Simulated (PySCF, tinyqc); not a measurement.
Worked calculation: MP2 on RHF in the sto-6g basis, for H3-, spin multiplicity 1. The basis has no diffuse functions, so it cannot describe the extra electron: this is an exercise in the method, not the real anion. The lowest restricted solution is unstable here: a spin-polarised one lies 0.1480 hartree lower (PySCF). One step of it, computed by the program tinyqc.

Problem. Second-order Moller-Plesset energy. E2 = sum_ijab (ia|jb) [2 (ia|jb) - (ib|ja)] / (e_i + e_j - e_a - e_b) over occupied i, j and virtual a, b; the opposite-spin part is (ia|jb)^2 / denominator, the rest is same-spin, and SCS-MP2 scales them by 6/5 and 1/3.

orbital energies (hartree): MO1 -0.110404, MO2 0.497478, MO3 0.797982

Two-electron integrals over orbitals (pq|rs), unique and non-zero (hartree):
```
(11|11) 0.568839    (21|21) 0.119528    (22|11) 0.520748    (22|22) 0.635326
(31|11) 0.038069    (31|22) -0.105717   (31|31) 0.162049    (32|21) -0.105387
(32|32) 0.104916    (33|11) 0.563364    (33|22) 0.503177    (33|31) 0.068525
(33|33) 0.592677
```

Hartree-Fock energy = -0.85107666 hartree

Give: Terms; Pair energies; MP2 correlation energy; SCS-MP2 correlation energy; MP2 total energy.

Solution.

Terms:
```
i  j  a  b  (ia|jb)  (ib|ja)  denominator     term
2  2  3  3   0.1049   0.1049      -0.6010  -0.0183
1  1  3  3   0.1620   0.1620      -1.8168  -0.0145
```

Pair energies (hartree; pair i-j sums ij and ji):
```
pair  opposite spin  same spin
1-1         -0.0145     0.0000
2-2         -0.0183     0.0000
```

MP2 correlation energy = -0.032769 hartree

SCS-MP2 correlation energy = -0.039323 hartree

MP2 total energy = -0.883846 hartree
